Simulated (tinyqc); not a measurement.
Strain-driven roughening and islands of a mismatched epitaxial film: one step, computed by the program tinyqc. Command: `OMP_NUM_THREADS=1 python tinyqc.py 3024996 3024997 out.jsonl island walk`. One thread of a shared host (Intel(R) Xeon(R) Processor @ 2.30GHz), about 0.01 s of CPU time with the checks.

Film and substrate share isotropic elastic constants; the film is coherent and biaxially strained.

Task: Which shape at the volume V. Shallow faceted island (Tersoff form): E = 4 Gam V^(2/3) tan^(1/3)(theta) - 6 c V tan(theta), Gam = gamma [x/sin(theta) - 1/tan(theta)], x the facet energy over gamma, c = stress^2 (1 - nu)/(2 pi G). The two energies cross at V_x^(1/3) = 4 [Gam_2 t2^(1/3) - Gam_1 t1^(1/3)]/(6 c (t2 - t1)), t = tan(theta); mu = dE/dV.

Inputs (values chosen for the exercise, modelled on Si(0.5)Ge(0.5) on Si):

| quantity | value | unit |
|---|---|---|
| shear modulus G | 59.5 | GPa |
| Poisson ratio nu | 0.25 | - |
| surface energy gamma | 1.1 | J/m^2 |
| contact angle of the shallow shape theta_1 | 13.8 | degrees |
| contact angle of the steep shape theta_2 | 31.7 | degrees |
| facet energy of shape 1 over gamma | 1.006 | - |
| facet energy of shape 2 over gamma | 1.034 | - |
| island volume V | 240000 | nm^3 |

stress = 4.145167 GPa

Gam of shape 2 = 0.3834798 J/m^2

Gam of shape 1 = 0.1607837 J/m^2

c = 0.03447057 GPa

Constants: e = 1.602176634e-19 C.

Give: E of shape 1; E of shape 2; crossing volume V_x; jump of mu at V_x, shape 2 less shape 1.

Result:

E of shape 1 = -66389 eV

E of shape 2 = -1.5986e+05 eV

crossing volume V_x = 1619.7 nm^3

jump of mu at V_x, shape 2 less shape 1 = -25.645 MJ/m^3

At V the steep shape is lower. At V_x the chemical potential drops, so islands that have turned steep grow at the cost of the shallow ones. Caution: the shallow-slope form overstates the relaxation of facets steeper than about 25 degrees.
